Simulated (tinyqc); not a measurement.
Capture against depth of the level: configuration-coordinate model of carrier capture at a defect.

Two parabolas of equal curvature k in one coordinate Q: with the carrier free at the band edge, U_f = k Q^2/2; with the carrier trapped, U_t = k (Q - dQ)^2/2 - ET. ER = k dQ^2/2, Huang-Rhys factor S = ER/hw, hw = 0.0646541 sqrt(k/M) eV for k in eV/angstrom^2 and M in u. The curves cross at a height Eb = (ER - ET)^2/(4 ER) above the free minimum.

Multiphonon factor for giving p = ET/hw phonons to the lattice: W = exp(-S (2 nb + 1)) ((nb + 1)/nb)^(p/2) I_p(x), nb = 1/(exp(hw/kT) - 1), x = 2 S sqrt(nb (nb + 1)), I_p the modified Bessel function. Classical limit: W = hw exp(-Eb/kT)/sqrt(4 pi ER kT). At T = 0: exp(-S) S^p/Gamma(p + 1).

Constants: kB = 8.617333262e-05 eV/K.

Parameters, chosen for this exercise (out of a larger set: of the size met at a deep level in Si; not measured data):
- ER = 0.13 eV (relaxation energy)
- hw = 0.032 eV (phonon energy of the mode)
- T = 300 K (temperature)

ET is varied at fixed ER, hw and T, as by moving the band edge with alloying or pressure.

Against ET:
```
ET/ER  ET (eV)  Eb (eV)  log10 W  log10 W, classical
0.10     0.013   0.0263   -1.211              -1.250
0.25     0.033   0.0183   -1.080              -1.115
0.50     0.065   0.0081   -0.925              -0.944
1.00     0.130   0.0000   -0.830              -0.808
1.25     0.163   0.0020   -0.878              -0.842
1.50     0.195   0.0081   -0.982              -0.944
2.00     0.260   0.0325   -1.342              -1.354
3.00     0.390   0.1300   -2.555              -2.992
```

Give the missing row, ET/ER = 0.75, ET (eV) = 0.098.

Computed row:
```
ET/ER  ET (eV)  Eb (eV)  log10 W  log10 W, classical
0.75     0.098   0.0020   -0.844              -0.842
```

Capture is fastest at ET/ER = 1 among these rows, where the barrier vanishes or nearly so. The classical form is symmetric about ET = ER; the quantum one gives -0.93 at 0.5 and -0.98 at 1.5, against -0.94 for both. At ET = 3 ER it lies 0.4 decades above the classical value: deep levels capture by emitting many phonons, and the rate falls with depth by 9.3 decades per eV between the last two rows. Rows deeper than the gap of the host are formal.

Program tinyqc; command `OMP_NUM_THREADS=1 python tinyqc.py 1481681 1481682 out.jsonl`; about 0.01 s on one thread of a shared Intel(R) Xeon(R) Processor @ 2.30GHz.
